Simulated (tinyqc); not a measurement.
Dopants and charged point defects at anneal temperature: Fermi-level effect, clustering and pairing: one step, computed by the program tinyqc. Command: `OMP_NUM_THREADS=1 python tinyqc.py 3017696 3017697 out.jsonl pairing walk`. One thread of a shared host (Intel(R) Xeon(R) Processor @ 2.30GHz), about 0.02 s of CPU time with the checks.

Boltzmann statistics and full ionisation of active dopants. Energies are counted from the valence band; the defect (a vacancy or self-interstitial) has five charge states, with all degeneracy factors one.

Question. Dopant diffusivity. If every charge state of the defect carries the dopant equally well, D = D_i x enhancement x h x (active share A/N, a rough stand-in that overstates the dA/dN which immobile clusters call for), D_i being an input held fixed when T or H_f is moved; diffusion length 2 sqrt(D t).

Inputs (values chosen for the exercise, for a model semiconductor):
```
quantity                            value    unit
anneal temperature T                 1450       K
total dopant density N            4.8e+19   cm^-3
intrinsic dopant diffusivity D_i  1.4e-13  cm^2/s
anneal time t                          80       s
```

Dopant: donor. Second part: clustering of the dopant.

enhancement over intrinsic = 1002264

field enhancement h = 2.000000

active density A = 4.793919e+19 cm^-3

Give: effective diffusivity D; D/D_i; diffusion length.

Answer.

effective diffusivity D = 2.803e-07 cm^2/s

D/D_i = 2.002e+06

diffusion length = 94704 nm

Caution: so large an enhancement assumes that highly charged defects carry the dopant as well as neutral ones; measured enhancements are far smaller.
